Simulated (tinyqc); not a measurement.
Inside a calculation. Method: plane-wave Kohn-Sham cycle with exchange-only LDA in a layered model solid. One step of it, computed by the program tinyqc.

Problem. Iteration 1: levels at that k. Diagonalise the Hermitian matrix.

H (hartree), lower triangle:
```
           -2         -1         +0         +1        +2
-2   0.215277
-1  -0.285000  -0.066377
+0   0.000000  -0.285000  -0.160261
+1   0.000000   0.000000  -0.285000  -0.066377
+2   0.000000   0.000000   0.000000  -0.285000  0.215277
```

Give: eigenvalues.

Solution.

eigenvalues (hartree): -0.5682  -0.2434  0.0713  0.3923  0.4856
